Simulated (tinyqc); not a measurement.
Coupled-perturbed Hartree-Fock on RHF in the sto-3g basis, for H4, spin multiplicity 1, step by step. The polarisability along this axis is zero because the basis has no function that the field can mix in; the real value is not. Computed by tinyqc, a small Python program that keeps every step (integrals from PySCF). Settings: charge = 0, multiplicity = 1, basis = sto-3g, method = RHF, energy threshold = 1e-10, iteration cap = 53, orthogonalisation = canonical, start = core, DIIS depth = 6. Command: `OMP_NUM_THREADS=1 python tinyqc.py 29214 29215 out.jsonl` (the two numbers bound the seeds that draw the settings). One thread of a shared host (Intel(R) Xeon(R) Processor @ 2.60GHz), about 0.1 s of CPU time with the checks. Later iterations appear only in the table of the cycle.

## One-electron integrals

Geometry (angstrom):
```
atom        x        y        z
H     0.00000  0.00000  0.00000
H     0.00000  0.00000  1.00300
H     0.00000  0.00000  2.72100
H     0.00000  0.00000  3.72400
```

Basis sto-3g: exponents (1/bohr^2) and contraction coefficients of normalised primitives:
```
element  l (shell)  exponent  coefficient
H            s (1)   3.42525      0.15433
H            s (1)   0.62391      0.53533
H            s (1)   0.16886      0.44463
```

Overlap, kinetic and nuclear-attraction integrals over the contracted functions; the nuclear repulsion is the sum of Za Zb / Rab.

nuclear repulsion = 1.8942652 hartree

overlap S, order 1H 1s, 2H 1s, 3H 1s, 4H 1s:
$$\begin{pmatrix}
1.00000 & 0.49472 & 0.03233 & 0.00352 \\
0.49472 & 1.00000 & 0.18614 & 0.03233 \\
0.03233 & 0.18614 & 1.00000 & 0.49472 \\
0.00352 & 0.03233 & 0.49472 & 1.00000
\end{pmatrix}$$

kinetic energy T (hartree), order 1H 1s, 2H 1s, 3H 1s, 4H 1s:
$$\begin{pmatrix}
0.76003 & 0.11020 & -0.00904 & -0.00206 \\
0.11020 & 0.76003 & -0.00338 & -0.00904 \\
-0.00904 & -0.00338 & 0.76003 & 0.11020 \\
-0.00206 & -0.00904 & 0.11020 & 0.76003
\end{pmatrix}$$

nuclear attraction V (hartree), order 1H 1s, 2H 1s, 3H 1s, 4H 1s:
$$\begin{pmatrix}
-2.07476 & -0.99100 & -0.05581 & -0.00579 \\
-0.99100 & -2.24021 & -0.33391 & -0.05581 \\
-0.05581 & -0.33391 & -2.24021 & -0.99100 \\
-0.00579 & -0.05581 & -0.99100 & -2.07476
\end{pmatrix}$$

core Hamiltonian H = T + V (hartree), order 1H 1s, 2H 1s, 3H 1s, 4H 1s:
$$\begin{pmatrix}
-1.31473 & -0.88080 & -0.06485 & -0.00785 \\
-0.88080 & -1.48018 & -0.33729 & -0.06485 \\
-0.06485 & -0.33729 & -1.48018 & -0.88080 \\
-0.00785 & -0.06485 & -0.88080 & -1.31473
\end{pmatrix}$$

## Two-electron integrals

Functions are numbered as in S; the eight-fold symmetry (ij|kl) = (ji|kl) = (kl|ij) leaves the list below.

Two-electron integrals (ij|kl) in chemists' order, unique and non-zero (hartree):
```
(11|11) 0.77461    (21|11) 0.30792    (21|21) 0.15663    (22|11) 0.47707
(22|21) 0.30792    (22|22) 0.77461    (31|11) 0.01252    (31|21) 0.00739
(31|22) 0.01745    (31|31) 0.00049    (32|11) 0.05429    (32|21) 0.03527
(32|22) 0.09395    (32|31) 0.00289    (32|32) 0.01879    (33|11) 0.19444
(33|21) 0.11887    (33|22) 0.30514    (33|31) 0.01252    (33|32) 0.09395
(33|33) 0.77461    (41|11) 0.00103    (41|21) 0.00064    (41|22) 0.00162
(41|31) 0.00005    (41|32) 0.00032    (41|33) 0.00162    (41|41) 5.60e-06
(42|11) 0.00753    (42|21) 0.00477    (42|22) 0.01252    (42|31) 0.00042
(42|32) 0.00289    (42|33) 0.01745    (42|41) 0.00005    (42|42) 0.00049
(43|11) 0.08163    (43|21) 0.04823    (43|22) 0.11887    (43|31) 0.00477
(43|32) 0.03527    (43|33) 0.30792    (43|41) 0.00064    (43|42) 0.00739
(43|43) 0.15663    (44|11) 0.14210    (44|21) 0.08163    (44|22) 0.19444
(44|31) 0.00753    (44|32) 0.05429    (44|33) 0.47707    (44|41) 0.00103
(44|42) 0.01252    (44|43) 0.30792    (44|44) 0.77461
```

## Orthogonalisation

S = U s U^T; canonical form X = U s^(-1/2), so that X^T S X = 1. Each column of U has its largest component positive (the first on a tie).

eigenvalues of S: [0.43385, 0.55993, 1.37649, 1.62973]

X, order 1H 1s, 2H 1s, 3H 1s, 4H 1s:
$$\begin{pmatrix}
-0.68162 & 0.72298 & 0.46563 & 0.35667 \\
0.82938 & -0.60850 & 0.38267 & 0.42377 \\
-0.82938 & -0.60850 & -0.38267 & 0.42377 \\
0.68162 & 0.72298 & -0.46563 & 0.35667
\end{pmatrix}$$

## Starting guess

The start is the orbitals of the core Hamiltonian; D = 2 C_occ C_occ^T.

D at the start, order 1H 1s, 2H 1s, 3H 1s, 4H 1s:
$$\begin{pmatrix}
0.33534 & 0.59377 & -0.11327 & -0.12116 \\
0.59377 & 1.08652 & -0.00858 & -0.11327 \\
-0.11327 & -0.00858 & 1.08652 & 0.59377 \\
-0.12116 & -0.11327 & 0.59377 & 0.33534
\end{pmatrix}$$

## Iteration 1: building the Fock matrix

J_ij = sum D_kl (ij|kl), K_ij = sum D_kl (ik|jl); F = H + J - 0.5 K; E = tr D H + tr D J / 2 - 0.25 tr D K + E_nn.

Coulomb J (hartree), order 1H 1s, 2H 1s, 3H 1s, 4H 1s:
$$\begin{pmatrix}
1.49389 & 0.83411 & 0.05346 & 0.00571 \\
0.83411 & 1.89637 & 0.32264 & 0.05346 \\
0.05346 & 0.32264 & 1.89637 & 0.83411 \\
0.00571 & 0.05346 & 0.83411 & 1.49389
\end{pmatrix}$$

exchange K (hartree), order 1H 1s, 2H 1s, 3H 1s, 4H 1s:
$$\begin{pmatrix}
0.79284 & 0.80853 & 0.05824 & -0.01538 \\
0.80853 & 1.27023 & 0.23547 & 0.05824 \\
0.05824 & 0.23547 & 1.27023 & 0.80853 \\
-0.01538 & 0.05824 & 0.80853 & 0.79284
\end{pmatrix}$$

Fock matrix F (hartree), order 1H 1s, 2H 1s, 3H 1s, 4H 1s:
$$\begin{pmatrix}
-0.21726 & -0.45096 & -0.04051 & 0.00555 \\
-0.45096 & -0.21892 & -0.13239 & -0.04051 \\
-0.04051 & -0.13239 & -0.21892 & -0.45096 \\
0.00555 & -0.04051 & -0.45096 & -0.21726
\end{pmatrix}$$

total energy of this density = -2.0189067 hartree

## Iteration 1: diagonalisation and new density

Diagonalise F' = X^T F X, C = X C', fill 2 alpha and 2 beta electrons from the bottom; D = 2 C_occ C_occ^T. Each column has its largest component positive (the first on a tie).

F' = X^T F X (hartree):
$$\begin{pmatrix}
0.60206 & 0.00000 & -0.01639 & 0.00000 \\
0.00000 & 0.38338 & 0.00000 & -0.01583 \\
-0.01639 & 0.00000 & -0.41450 & 0.00000 \\
0.00000 & -0.01583 & 0.00000 & -0.47719
\end{pmatrix}$$

orbital energies (hartree): MO1 -0.47748, MO2 -0.41476, MO3 0.38367, MO4 0.60232

coefficients C, order 1H 1s, 2H 1s, 3H 1s, 4H 1s:
$$\begin{pmatrix}
0.36990 & 0.45458 & 0.71630 & -0.68903 \\
0.41252 & 0.39599 & -0.61619 & 0.82310 \\
0.41252 & -0.39599 & -0.61619 & -0.82310 \\
0.36990 & -0.45458 & 0.71630 & 0.68903
\end{pmatrix}$$

D after iteration 1, order 1H 1s, 2H 1s, 3H 1s, 4H 1s:
$$\begin{pmatrix}
0.68694 & 0.66520 & -0.05484 & -0.13962 \\
0.66520 & 0.65396 & 0.02672 & -0.05484 \\
-0.05484 & 0.02672 & 0.65396 & 0.66520 \\
-0.13962 & -0.05484 & 0.66520 & 0.68694
\end{pmatrix}$$

## Iteration 8 (converged): orbitals

converged F (hartree), order 1H 1s, 2H 1s, 3H 1s, 4H 1s:
$$\begin{pmatrix}
-0.24790 & -0.47748 & -0.04698 & 0.00163 \\
-0.47748 & -0.26151 & -0.14025 & -0.04698 \\
-0.04698 & -0.14025 & -0.26151 & -0.47748 \\
0.00163 & -0.04698 & -0.47748 & -0.24790
\end{pmatrix}$$

As before.

F' = X^T F X (hartree):
$$\begin{pmatrix}
0.57479 & 0.00000 & -0.02650 & 0.00000 \\
0.00000 & 0.36794 & 0.00000 & -0.01353 \\
-0.02650 & 0.00000 & -0.45054 & 0.00000 \\
0.00000 & -0.01353 & 0.00000 & -0.52404
\end{pmatrix}$$

orbital energies (hartree): MO1 -0.52425, MO2 -0.45122, MO3 0.36814, MO4 0.57547

coefficients C, order 1H 1s, 2H 1s, 3H 1s, 4H 1s:
$$\begin{pmatrix}
0.36759 & 0.44787 & 0.71749 & -0.69341 \\
0.41450 & 0.40396 & -0.61485 & 0.81922 \\
0.41450 & -0.40396 & -0.61485 & -0.81922 \\
0.36759 & -0.44787 & 0.71749 & 0.69341
\end{pmatrix}$$

D after iteration 8, order 1H 1s, 2H 1s, 3H 1s, 4H 1s:
$$\begin{pmatrix}
0.67142 & 0.66658 & -0.05711 & -0.13092 \\
0.66658 & 0.66998 & 0.01725 & -0.05711 \\
-0.05711 & 0.01725 & 0.66998 & 0.66658 \\
-0.13092 & -0.05711 & 0.66658 & 0.67142
\end{pmatrix}$$

## Convergence

Stop when the energy changes by less than 1e-10 hartree and every element of the error matrix X^T (F D S - S D F) X is below 3e-06.

Course of the cycle:
```
iteration  E (hartree)     change  largest element of the error matrix
1           -2.0189067          -                             3.23e-01
2           -2.1270585  -1.08e-01                             1.88e-02
3           -2.1272639  -2.05e-04                             1.40e-03
4           -2.1272664  -2.44e-06                             4.64e-05
5           -2.1272664  -1.80e-09                             1.50e-05
6           -2.1272664  -1.36e-10                             8.97e-06
7           -2.1272664  -3.70e-11                             6.38e-06
8           -2.1272664  -3.80e-11                             2.44e-09
```

PySCF RHF in the same basis = -2.1272664 hartree

Converged in 8 iterations.

## Populations, bond orders and dipole

Mulliken: Z minus the diagonal of D S on the atom; Loewdin: the same with S^(1/2) D S^(1/2); Mayer order: 2 sum_s sum (D(s) S)_ij (D(s) S)_ji over the two atoms.

Charges (e):
```
atom  Mulliken   Loewdin
1H     0.00112  -0.00104
2H    -0.00112   0.00104
3H    -0.00112   0.00104
4H     0.00112  -0.00104
```

Mayer bond orders:
```
pair     order
2-1    0.98229
3-1   -0.00059
3-2    0.01829
4-1    0.01829
4-2   -0.00059
4-3    0.98229
```

dipole moment about the origin, x y z (debye): [0.00000, 0.00000, 0.00000]

## Integrals over molecular orbitals

(pq|rs) = sum C_ip C_jq C_kr C_ls (ij|kl), one index at a time.

one-electron integrals over orbitals h = C^T H C (hartree):
$$\begin{pmatrix}
-1.55829 & 0.00000 & 0.09374 & 0.00000 \\
0.00000 & -1.48778 & 0.00000 & -0.08635 \\
0.09374 & 0.00000 & -1.06718 & 0.00000 \\
0.00000 & -0.08635 & 0.00000 & -0.93675
\end{pmatrix}$$

Two-electron integrals over orbitals (pq|rs), unique and non-zero (hartree):
```
(11|11) 0.41665    (21|21) 0.20846    (22|11) 0.41293    (22|22) 0.41916
(31|11) -0.03380   (31|22) -0.00367   (31|31) 0.10578    (32|21) 0.05261
(32|32) 0.09897    (33|11) 0.40927    (33|22) 0.41076    (33|31) -0.00858
(33|33) 0.42544    (41|21) 0.01207    (41|32) -0.08534   (41|41) 0.09201
(42|11) 0.04203    (42|22) 0.01436    (42|31) -0.10542   (42|33) 0.01181
(42|42) 0.10928    (43|21) -0.20339   (43|32) -0.05451   (43|41) -0.00999
(43|43) 0.21610    (44|11) 0.43027    (44|22) 0.42648    (44|31) -0.03748
(44|33) 0.43743    (44|42) 0.04544    (44|44) 0.46406
```

## Response to a field: uncoupled start

dipole integrals <a|y|i> (bohr), order a3, a4:
$$\begin{pmatrix}
0.00000 & 0.00000 \\
0.00000 & 0.00000
\end{pmatrix}$$

Field along y; U_ai = -mu_ai / (e_a - e_i), alpha = -4 sum U_ai mu_ai.

uncoupled U, order a3, a4:
$$\begin{pmatrix}
0.00000 & 0.00000 \\
0.00000 & 0.00000
\end{pmatrix}$$

uncoupled polarisability = 0.00000 bohr^3

## Coupled step 1

U_ai = -(mu_ai + sum_bj [4 (ai|bj) - (ab|ij) - (aj|bi)] U_bj) / (e_a - e_i); alpha = -4 sum U_ai mu_ai.

U after step 1, order a3, a4:
$$\begin{pmatrix}
0.00000 & 0.00000 \\
0.00000 & 0.00000
\end{pmatrix}$$

polarisability = 0.00000 bohr^3

## Coupled polarisability

Repeat until U stops changing; compare with -d2E/dF2.

Course of the coupled iterations:
```
step  alpha (bohr^3)
0            0.00000
1            0.00000
```

coupled polarisability = 0.00000 bohr^3

finite-field check, fields of +/-0.001 au = -7.11e-09 bohr^3
